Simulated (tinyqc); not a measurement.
Inside a calculation. Method: RHF in the 6-31g basis, for H3+, spin multiplicity 1. One step of it, computed by the program tinyqc.

Task: Orthogonalisation. S = U s U^T; symmetric (Loewdin) form X = U s^(-1/2) U^T, so that X^T S X = 1.

overlap S, lower triangle:
```
          1H 1s     1H 2s     2H 1s     2H 2s     3H 1s     3H 2s
1H 1s  1.000000
1H 2s  0.658292  1.000000
2H 1s  0.169934  0.354708  1.000000
2H 2s  0.354708  0.684195  0.658292  1.000000
3H 1s  0.131323  0.321701  0.131323  0.321701  1.000000
3H 2s  0.321701  0.644341  0.321701  0.644341  0.658292  1.000000
```

Give: eigenvalues of S; X.

Result:

eigenvalues of S: 0.1751  0.1933  0.3820  0.9708  1.0567  3.2221

X, lower triangle:
```
         1H 1s    1H 2s    2H 1s    2H 2s    3H 1s   3H 2s
1H 1s   1.2584
1H 2s  -0.5151   1.7037
2H 1s   0.0003   0.0094   1.2584
2H 2s   0.0094  -0.4430  -0.5151   1.7037
3H 1s   0.0158   0.0077   0.0158   0.0077   1.2580
3H 2s   0.0125  -0.3698   0.0125  -0.3698  -0.5124  1.6449
```
